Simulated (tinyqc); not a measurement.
Single-domain magnet: Stoner-Wohlfarth switching, Neel-Arrhenius retention, LLG dynamics and spin torque: one step, computed by the program tinyqc.

The moment is uniform, with unit vector m; z is the easy axis. mu_0 = 1.25663706212e-6 T m/A, gamma = 1.76085963023e11 rad/(s T).

Task: Barrier in a tilted field. Energy over K_eff V: e(theta) = sin^2(theta) + 2 h cos(theta - psi) for m at the angle theta from +z and a field that points at psi from -z (it pulls m away from +z towards negative theta); h_sw = (cos^(2/3) psi + sin^(2/3) psi)^(-3/2). The metastable minimum and the saddle are the two roots of e'(theta) = sin(2 theta) - 2 h sin(theta - psi) on either side of theta_c = -arctan(tan^(1/3) psi).

Inputs (values chosen for the exercise, for a model magnet): temperature T = 300 K; field angle psi from the easy axis = 75 degrees; reversing field h = H/H_K = 0.26.

Shape: thin disc, easy axis normal to it.

stability factor Delta = 238.4687

Give: switching field h_sw; minimum theta; saddle theta; barrier / (K_eff V); barrier / (k_B T).

Result:

switching field h_sw = 0.61466

minimum theta = -15.665 degrees

saddle theta = -84.837 degrees

barrier / (K_eff V) = 0.43690

barrier / (k_B T) = 104.19

The form (1 - h/h_sw)^n reproduces this barrier with n = 1.506; n is 2 for a field on the axis, and the approach to h_sw has the exponent 3/2 off the axis. Caution: a flat cylinder has a smaller N_z than the spheroid of the same t/d, so K_eff of a real disc is larger. Caution: a domain wall can cross the element at lower cost, so the single-domain barrier is an upper bound.
